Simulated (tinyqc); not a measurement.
# Interface traps from C-V curves, high-low and Terman methods: what changes with what

MOS capacitor on an n-type substrate; psi is the band bending, negative in depletion; only majority carriers are counted. At the bending psi the Fermi level lies y = xi - psi below the conduction edge at the surface, xi = Vt ln(Nc/Nd). Dit(y) = D0 + D1 exp(-y/E1); traps fill up to the Fermi level, follow the bias and a slow signal, and do not follow a fast one. V is the gate voltage from flat band.

Parameters, values chosen for the exercise; band and dielectric values close to those of silicon:
- T = 300 K (temperature)
- eps_r = 11.7 (relative permittivity)
- Nc = 2.84e19 cm^-3 (conduction-band density of states at T)
- Nd = 2.7e16 cm^-3 (donor density)
- EOT = 9 nm (equivalent oxide thickness)
- D0 = 1.2e11 cm^-2 eV^-1 (trap density far from the band edge)
- D1 = 2.8e12 cm^-2 eV^-1 (band-tail density at the conduction edge)
- E1 = 0.15 eV (decay energy of the tail)

Constants: q = 1.602176634e-19 C, kB = 1.380649e-23 J/K, Vt = kB T/q, eps0 = 8.8541878128e-14 F/cm where lengths are in cm. Results are converted to the units shown.

Each table varies one quantity; the others keep the values above.

## An error in the doping read as traps

Cox = 3.9 eps0/EOT, LD = sqrt(eps0 eps_r Vt/(q Nd)), u = psi/Vt, Cd = (eps0 eps_r/(sqrt(2) LD)) |exp(u) - 1|/sqrt(exp(u) - u - 1). Ideal V0 = psi - sqrt(2) (eps0 eps_r Vt/LD) sqrt(exp(u) - u - 1)/Cox for psi < 0; the traps add dV = (q/Cox) times the integral of Dit from 0 to psi = (q/Cox) [D0 psi + D1 E1 exp(-xi/E1) (exp(psi/E1) - 1)]. 1/C_HF = 1/Cox + 1/Cd, 1/C_LF = 1/Cox + 1/(Cd + q Dit). The sample has Nd; the ideal curve is drawn with Nd (1 + e). At the true psi = -0.223 V the measured C_HF is matched to the ideal curve, which gives psi', and Dit = (Cox/q) [dV/dpsi' - 1 - Cd'(psi')/Cox], derivatives exact.

The same in every row: true Dit (cm^-2 eV^-1) = 3.108e11.

An error in the doping read as traps:

| e | psi' (V) | apparent Dit (cm^-2 eV^-1) |
|---|---|---|
| -0.15 | -0.1933 | 8.889e11 |
| -0.1 | -0.2032 | 6.765e11 |
| -0.05 | -0.2131 | 4.847e11 |
| -0.02 | -0.2190 | 3.784e11 |
| 0 | -0.2230 | 3.108e11 |
| 0.02 | -0.2270 | 2.458e11 |
| 0.05 | -0.2329 | 1.526e11 |
| 0.1 | -0.2428 | 8.211e9 |
| 0.15 | -0.2526 | -1.241e11 |

Read the table: what changes, and by how much?

The apparent Dit falls from 8.89e11 to -1.24e11 cm^-2 eV^-1, against the true 3.11e11. An error of +5 % in the doping shifts it by -1.58e11 cm^-2 eV^-1, 50.9 % of the true value, and a negative result appears where the assumed doping is too high.

## Effect of the oxide thickness on the signal

Same model as above.

All at psi = -0.223 V.

Result of one run:

| EOT (nm) | dV (mV) | C_HF (nF/cm^2) | C_LF (nF/cm^2) | (C_LF - C_HF)/Cox (%) |
|---|---|---|---|---|
| 1.4 | -8.102 | 102.2 | 147.1 | 1.820 |

What becomes of these results when the equivalent oxide thickness EOT is changed from 1.4 to 14 nm, all else the same?

Result of the changed run:

| EOT (nm) | dV (mV) | C_HF (nF/cm^2) | C_LF (nF/cm^2) | (C_LF - C_HF)/Cox (%) |
|---|---|---|---|---|
| 14 | -81.02 | 74.43 | 95.71 | 8.628 |

The whole series:

| EOT (nm) | dV (mV) | C_HF (nF/cm^2) | C_LF (nF/cm^2) | (C_LF - C_HF)/Cox (%) |
|---|---|---|---|---|
| 1.4 | -8.102 | 102.2 | 147.1 | 1.820 |
| 2.5 | -14.47 | 98.95 | 140.5 | 3.007 |
| 4.4 | -25.46 | 93.84 | 130.4 | 4.659 |
| 8 | -46.30 | 85.48 | 114.8 | 6.792 |
| 14 | -81.02 | 74.43 | 95.71 | 8.628 |
| 26 | -150.5 | 59.13 | 71.82 | 9.554 |
| 46 | -266.2 | 44.05 | 50.72 | 8.892 |

The stretch-out grows in proportion to the EOT, from -8.10 to -266 mV, so thin oxides leave Terman's method little to read; the high-low gap goes from 1.82 through a maximum of 9.55 (at EOT = 26 nm among the rows listed) to 8.89 % of Cox.

tinyqc, about 0.01 s, one thread, Intel Xeon 2.30GHz (shared host): `OMP_NUM_THREADS=1 python tinyqc.py 2030041 2030042 out.jsonl`
